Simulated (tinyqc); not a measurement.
Nudged elastic band on a two-dimensional model surface: one step, computed by the program tinyqc.

V(x, y) = -A (cos kx + cos ky) - B cos kx cos ky + (C sin ky + S sin kx)(1 - cos kx), k = 2 pi/a; the atom hops from the minimum at (0, 0) to that at (a, 0).

Problem. Iteration 2. Tangent at image i: towards the higher neighbour if the energies rise or fall through i; at a maximum or minimum, tau = t+ dmax + t- dmin if V(i+1) > V(i-1), else t+ dmin + t- dmax, with t+ = R(i+1) - R(i), t- = R(i) - R(i-1) and dmax, dmin the larger and smaller of |V(i+1) - V(i)| and |V(i-1) - V(i)|; then normalise. Force F = -grad V + (grad V.tau) tau + k_s (|t+| - |t-|) tau. With a climbing image, the highest image feels instead F = -grad V + 2 (grad V.tau) tau and no spring. Update R(new) = R + eta F; the end points stay fixed.

Inputs (values chosen for the exercise, for a model surface):

| quantity | value | unit |
|---|---|---|
| amplitude A | 0.21 | eV |
| amplitude B | -0.049 | eV |
| skew C | 0.062 | eV |
| asymmetry S | 0.018 | eV |
| period a | 3.3 | angstrom |
| spring constant k_s | 0.27 | eV/angstrom^2 |
| step factor eta | 0.57 | angstrom^2/eV |

Surface: adatom on a square lattice. Climbing image: on.

images after iteration 1 (angstrom):
```
                x          y
image 1  0.412500  -0.019708
image 2  0.825000  -0.067287
image 3  1.237500  -0.114866
image 4  1.610930  -0.134574
image 5  2.062500  -0.114866
image 6  2.475000  -0.067287
image 7  2.887500  -0.019708
```

positions (angstrom):
```
               x          y
start   0.000000   0.000000
end     3.300000   0.000000
saddle  1.522696  -0.232643
```

Give: unit tangents; forces; images after iteration 2.

Solution.

unit tangents:
```
               x         y
image 1  0.99341  -0.11458
image 2  0.99341  -0.11458
image 3  0.99861  -0.05270
image 4  0.99969  -0.02499
image 5  0.99905   0.04360
image 6  0.99341   0.11458
image 7  0.99341   0.11458
```

forces (eV/angstrom):
```
                x         y
image 1  -0.00502  -0.04889
image 2  -0.01180  -0.10229
image 3  -0.01665  -0.10406
image 4  -0.05238  -0.10067
image 5  -0.00532  -0.10568
image 6   0.01090  -0.09449
image 7   0.00439  -0.04337
```

images after iteration 2 (angstrom):
```
              x        y
image 1  0.4096  -0.0476
image 2  0.8183  -0.1256
image 3  1.2280  -0.1742
image 4  1.5811  -0.1920
image 5  2.0595  -0.1751
image 6  2.4812  -0.1211
image 7  2.8900  -0.0444
```
